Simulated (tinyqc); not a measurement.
## MOSFET in the linear regime without short-channel effects, parameter extraction from computed curves: extraction methods against the body factor

Inversion charge Q = Cox n Vt W0(exp((Vg - VT)/(n Vt))), W0 the Lambert function and n = nf; u = Q/Cox; mobility mu = mu0/(1 + th1 u + th2 u^2); channel resistance Rch = (L - dL)/(W mu Q); Id = Vd/(Rch + Rsd/W). Cox = eps0 eox/tox. Small Vd, no channel-length or drain effects.

From the continuous curve Id(Vg): tangent at peak gm (V_ext = Vg - Id/gm); constant current Id = 0.1 uA W/L; peak of d2Id/dVg2; Y = Id/sqrt(gm) drawn through Vg = VT + 0.6 and VT + 0.8 V, with intercept VT_Y and slope s. Mobilities gm,max L/(W Cox Vd) and s^2 L/(W Cox Vd) with the drawn L. Last column: share of Rsd/W in the total resistance at VT + 0.8 V.

Values chosen for this exercise; channel values of the order met in silicon transistors:
- T = 300 K (temperature)
- eox = 25.7 (relative permittivity of the gate insulator (close to zirconium oxide))
- tox = 7.5 nm (insulator thickness)
- mu0 = 100 cm^2/(V s) (low-field mobility)
- th1 = 0.35 1/V (first mobility attenuation factor)
- th2 = 0 1/V^2 (second mobility attenuation factor)
- VT = 0.59 V (threshold voltage)
- W = 0.5 um (gate width)
- L = 0.25 um (drawn gate length)
- dL = 0.016 um (drawn less effective length)
- Rsd = 170 ohm um (source plus drain resistance)
- Vd = 0.01 V (drain voltage)

Constants: q = 1.602176634e-19 C, kB = 1.380649e-23 J/K, Vt = kB T/q, eps0 = 8.8541878128e-14 F/cm where lengths are in cm. Results are converted to the units shown.

Results:
```
nf	V_ext (V)	constant current (V)	second derivative (V)	VT_Y (V)	mobility from gm (cm^2/(V s))	mobility from Y (cm^2/(V s))	series share (%)
1	0.595	0.626	0.583	0.633	77.3	98.4	11.2
1.1	0.594	0.624	0.582	0.634	76.2	97.6	11.1
1.2	0.592	0.622	0.581	0.635	75.1	96.7	11.1
1.3	0.591	0.619	0.580	0.635	74.1	95.8	11.0
1.4	0.590	0.616	0.579	0.636	73.2	95.0	10.9
1.6	0.587	0.610	0.576	0.636	71.4	93.3	10.8
1.7	0.585	0.607	0.575	0.636	70.6	92.5	10.8
```

Estimate the missing row, nf = 1.5.

Computed row:
```
nf	V_ext (V)	constant current (V)	second derivative (V)	VT_Y (V)	mobility from gm (cm^2/(V s))	mobility from Y (cm^2/(V s))	series share (%)
1.5	0.588	0.613	0.578	0.636	72.3	94.2	10.9
```

With this row back in the table: The model has VT = 0.59 V and mu0 = 100 cm^2/(V s). Over the table the extracted thresholds move by 9.5 mV (tangent), 20 mV (constant current), 7.5 mV (second derivative), 3.9 mV (Y function). The mobility from gm falls from 77.3 to 70.6 and that from Y falls from 98.4 to 92.5 cm^2/(V s).

Computed by the program tinyqc: `OMP_NUM_THREADS=1 python tinyqc.py 2210110 2210111 out.jsonl`, one thread of a shared Intel Xeon 2.30GHz, about 0.01 s for the whole run.
